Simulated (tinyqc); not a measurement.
Inside a calculation. Model: thermal displacements in the Debye model: Debye-Waller factors, bond-length spread and the Lindemann rule. Computed by tinyqc, a small Python program that keeps every step. Command: `OMP_NUM_THREADS=1 python tinyqc.py 3022923 3022924 out.jsonl debyewaller walk`. One thread of a shared host (Intel(R) Xeon(R) Processor @ 2.30GHz), about 0.01 s of CPU time with the checks. Intermediate numbers are printed to about 6 digits and carried at full precision; extremes and crossings named in words are read from the listed rows.

A Debye spectrum with three branches of one velocity, cut at k_B Theta; 8 atoms per cube, nearest neighbours at d = 0.433013 a.

Inputs (values chosen for the exercise, modelled on silicon): atomic mass M = 28.09 u; Debye temperature Theta = 528 K; lattice constant a = 5.431 angstrom; temperature T = 77 K; Lindemann ratio x_L = 0.12; gamma-ray energy E = 67.4 keV; photoelectron wave number k = 8.2 1/angstrom.

Structure: diamond.

reflection (h k l): [4, 0, 0]

Constants: hbar^2/u = 4.18015928e-03 eV angstrom^2; k_B = 8.617333262e-05 eV/K; e = 1.602176634e-19 C; u = 1.6605390666e-27 kg; c = 299792458 m/s; hbar = 6.582119569e-16 eV s.

## Mean-square displacement

<u_x^2> = (3 hbar^2/(2 M k_B Theta)) int_0^1 s coth(s Theta/(2T)) ds (64 Gauss-Legendre points); it tends to 3 hbar^2/(4 M k_B Theta) at T = 0 and to 3 hbar^2 T/(M k_B Theta^2) at high T. B = 8 pi^2 <u_x^2>.

<u_x^2> = 0.00279452 angstrom^2

zero-point value = 0.00245299 angstrom^2

classical value = 0.00143091 angstrom^2

B factor = 0.220646 angstrom^2

The zero-point value is 87.8 % and the classical value 51.2 % of the full result; the two are limits, not parts that add.

## Loss of Bragg intensity

G = 2 pi sqrt(h^2 + k^2 + l^2)/a; the intensity is multiplied by exp(-2W), 2W = G^2 <u_x^2>; the loss goes into thermal diffuse scattering.

|G| = 4.62765 1/angstrom

2W = 0.0598449

intensity factor exp(-2W) = 0.941911

## Recoil-free fraction

A nucleus of this mass is supposed to emit a gamma ray of the energy chosen: recoil energy E_R = E^2/(2 M c^2), wave number k_g = E/(hbar c), recoil-free fraction f = exp(-k_g^2 <u_x^2>).

recoil energy = 86.8076 meV

k_g = 34.1565 1/angstrom

recoil-free fraction f = 0.0383779

E_R is 1.91 k_B Theta.

## Spread of the bond length

Correlated Debye model: sigma^2 = (3 hbar^2/(M k_B Theta)) int_0^1 s coth(s Theta/(2T)) [1 - sin(s q_D R)/(s q_D R)] ds for two atoms at distance R, q_D = (6 pi^2 n)^(1/3), n atoms per volume; uncorrelated motion would give 2 <u_x^2>. An EXAFS amplitude is damped by exp(-2 k^2 sigma^2).

sigma^2 of the nearest bond = 0.00329259 angstrom^2

correlation 1 - sigma^2/(2 <u_x^2>) = 0.410885

EXAFS damping = 0.642244

Neighbours move partly together, which removes 41 % of the uncorrelated spread. Caution: in covalent crystals the stiff bond makes the true nearest-neighbour sigma^2 smaller than this model gives.

## Lindemann melting temperature

Melting is placed where sqrt(3 <u_x^2>) = x_L d; the classical form gives T_m = M k_B Theta^2 (x_L d)^2/(9 hbar^2).

Lindemann T_m = 1423.07 K

classical T_m = 1428.50 K

ratio sqrt(3 <u_x^2>)/d at T = 0.0389344

The rule is empirical: x_L is fitted within a family of like crystals, and T_m goes as its square.

## Displacements against temperature

The correlation is 1 - sigma^2/(2 <u_x^2>); exp(-2W) uses 2W = G^2 <u_x^2>.

Displacements (angstrom^2):
```
T (K)     <u_x^2>    classical  sigma^2 at d  sigma^2 at 2d  exp(-2W)
16     0.00246781  2.97332e-04    0.00320742     0.00488362  0.948524
53     0.00261556  9.84912e-04    0.00322929     0.00495179  0.945527
110    0.00313311   0.00204416    0.00347356     0.00550971  0.935106
180    0.00408432   0.00334498    0.00415031     0.00682612  0.916250
290    0.00586980   0.00538914    0.00562055     0.00950138  0.881877
420    0.00814233   0.00780496    0.00759707      0.0130045  0.839987
630     0.0119343    0.0117074     0.0109715      0.0189181  0.774472
950     0.0178051    0.0176541     0.0162536      0.0281245  0.682974
1200    0.0224196    0.0222999     0.0204226      0.0353758  0.618711
```

The classical line is within 5 % from T = 420 K (T/Theta = 0.80) on. The correlation of nearest neighbours grows from 0.35 to 0.54, since thermal motion weights long waves, which move neighbours together, more than zero-point motion does; at 2d it ends at 0.21. The reflection keeps 95 % of its intensity at the lowest T and 62 % at the highest.

Checks made by the program: high-temperature series <u^2> = classical x (1 + (Theta/T)^2/36) at T = 5 Theta (relative difference 4e-07).
